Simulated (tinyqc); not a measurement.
Threshold-voltage variability of a planar MOSFET, analytic estimates: one step of the calculation.

Three independent sources add in quadrature: random dopants in the depleted layer, metal-gate grains of two orientations, and roughness of the two gate edges acting through the roll-off VT = VT(long) - Vr exp(-L/l). These are first-order estimates: no three-dimensional electrostatics, no percolation.

Task. Metal grains and edge roughness. Grains: Ng = L W/G^2 (at least 1), s2 = dW sqrt(p (1 - p)/Ng). Edges, with exponential correlation and u = W/La: the mean gate length has sL^2 = 2 De^2 (2/u)[1 - (1 - exp(-u))/u]; s3 = sL (Vr/l) exp(-L/l).

Parameters, values chosen for the exercise; material values close to those of silicon:
- L = 90 nm (gate length)
- W = 410 nm (gate width)
- G = 4 nm (metal grain size)
- dW = 0.3 eV (work-function difference of the two grain orientations)
- p = 0.4 (share of the orientation of higher work function)
- De = 1.1 nm (rms roughness of one gate edge)
- La = 10 nm (correlation length of the roughness)
- l = 24 nm (decay length of the threshold roll-off)
- Vr = 1.9 V (prefactor of the roll-off)

Give: Ng; s2; sL; dVT/dL; s3.

Result.

Ng = 2306
s2 = 3.060 mV
sL = 0.3394 nm
dVT/dL = 1.862 mV/nm
s3 = 0.6318 mV

tinyqc, about 0.01 s, one thread, Intel Xeon 2.30GHz (shared host): `OMP_NUM_THREADS=1 python tinyqc.py 2090011 2090012 out.jsonl`
